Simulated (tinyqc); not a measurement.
Surface potential of a MOS transistor: implicit equation and explicit approximations: one step of the calculation.

p-type body, charge-sheet picture, depletion and inversion only, full ionisation (an idealisation for deep acceptors), Boltzmann statistics (rough once Na exp(x - xn) passes about Nc/7). In units of Vt: xg = (Vg - Vfb)/Vt, x = psi/Vt, G = gamma/sqrt(Vt), xn = (2 phiF + Vc)/Vt. The implicit equation is (xg - x)^2 = G^2 [x - 1 + exp(x - xn)] for x above about 3. Cox = eps0 eox/tox.

Problem. Potential, charges and gate control. psi = Vt x; N_dep = Cox Vt G sqrt(x - 1)/q; N_inv = (Cox Vt G/q) [sqrt(x - 1 + exp(x - xn)) - sqrt(x - 1)]; dpsi/dVg = 1/[1 + G^2 (1 + exp(x - xn))/(2 (xg - x))].

Inputs (values chosen for the exercise); band and dielectric values close to those of silicon:
- T = 300 K (temperature)
- eox = 3.9 (relative permittivity of the gate insulator (close to silicon dioxide))
- tox = 3.7 nm (insulator thickness)
- Vc = 1 V (channel-body voltage)

Constants: q = 1.602176634e-19 C, kB = 1.380649e-23 J/K, Vt = kB T/q, eps0 = 8.8541878128e-14 F/cm where lengths are in cm. Results are converted to the units shown.

converged x = 74.877595
G = 1.1934965
xn = 69.915546
xg = 92.449328

Find: psi; N_dep; N_inv; dpsi/dVg.

Solution.

psi = 1.9357 V
N_dep = 1.5448e12 cm^-2
N_inv = 1.1013e12 cm^-2
dpsi/dVg = 0.14637

psi lies 5.0 Vt above 2 phiF + Vc.

Computed by the program tinyqc: `OMP_NUM_THREADS=1 python tinyqc.py 2122069 2122070 out.jsonl`, one thread of a shared Intel Xeon 2.30GHz, about 0.01 s for the whole run.
